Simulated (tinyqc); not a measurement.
# Pull-up strength from the switching point

Question. Transistor (EKV form, voltages against the body): I = 2 n b Vt^2 [F(vp - Vs) - F(vp - Vd)] from drain to source, F(v) = ln^2(1 + exp(v/(2 Vt))), vp = (Vg - VT + sg |Vd - Vs|)/n. n-channel bodies are at 0; for the p-channel device all voltages are counted down from Vdd. b in uA/V^2 gives I in uA. In an inverter In(Vg = Vd = VM) equals Ip at the switching point VM. Find bp and the current there.

Parameters, values chosen for the exercise:
```
symbol  value    unit                                  meaning
T         300       K                              temperature
Vdd       0.5       V                           supply voltage
n        1.36                                     slope factor
sg       0.03                   drain-induced barrier lowering
VTn      0.38       V                      n-channel threshold
VTp      0.33       V          p-channel threshold (magnitude)
bn        160  uA/V^2  gain factor of the pull-down transistor
```

Constants: q = 1.602176634e-19 C, kB = 1.380649e-23 J/K, Vt = kB T/q. Results are converted to the units shown.

VM = 0.251317858 V

Solution. Ip is proportional to bp, so bp is In(VM) over the p-channel current for unit b.

bp = 48.0 uA/V^2
current at VM = 0.00785 uA

Numbers from tinyqc (`OMP_NUM_THREADS=1 python tinyqc.py 2340027 2340028 out.jsonl`; about 0.03 s on one thread of a shared Intel Xeon 2.30GHz).
